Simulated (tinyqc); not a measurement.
Sheet resistance and Hall data of a diffused or implanted layer: one step, computed by the program tinyqc.

Carriers are taken equal to the net active doping down to the junction (full ionisation, which deep dopants in wide-gap hosts do not reach; no spill-over, no depletion), and the Hall factor is 1.

Task: Profile. N(x) = N_0 exp(-(x - R_p)^2/(2 l^2)) for x > 0, dose N_0 l sqrt(pi/2) erfc(-R_p/(l sqrt 2)), junction x_j = R_p + l sqrt(2 ln(N_0/N_B)); the layer starts at x_0 = max(0, 2 R_p - x_j). Mobility mu = mu_min + (mu_max - mu_min)/(1 + (N_t/N_ref)^alpha), N_t = active doping + N_B; carriers n = active doping - N_B, all dopants active. sigma = e n mu.

Inputs (values chosen for the exercise, modelled on donors in germanium):
```
quantity,value,unit
mu_min,295,cm^2/(V s)
mu_max,3930,cm^2/(V s)
N_ref,1.2e+17,1/cm^3
exponent alpha,0.54,-
peak concentration N_0,2.2e+19,1/cm^3
length scale l,450,nm
background doping N_B (opposite type),2.1e+17,1/cm^3
projected range R_p,1200,nm
```

Profile: buried Gaussian (implant). Activation: complete.

Constants: e = 1.602176634e-19 C.

Give: Depth, doping, carriers, mobility and conductivity at 2, 10, 20, 35, 50, 65, 80, 90 and 98 % of the layer.

Result:

Depth, doping, carriers, mobility and conductivity at 2, 10, 20, 35, 50, 65, 80, 90 and 98 % of the layer:
```
x (nm),N (1/cm^3),n (1/cm^3),mu (cm^2/(V s)),sigma (S/cm)
51.5,8.4692e+17,6.3692e+17,1152.8,117.6
257.3,2.4512e+18,2.2412e+18,869.2,312.1
514.5,6.8951e+18,6.6851e+18,656.4,703.0
900.4,1.7627e+19,1.7417e+19,523.7,1461.4
1286.3,2.1599e+19,2.1389e+19,501.5,1718.7
1672.2,1.2687e+19,1.2477e+19,564.3,1128.0
2058.1,3.5720e+18,3.3620e+18,783.3,421.9
2315.3,1.0198e+18,8.0985e+17,1100.3,142.8
2521.1,2.9569e+17,8.5690e+16,1440.1,19.8
```

The mobility varies by a factor 2.9 across these points and the conductivity by 86.9.
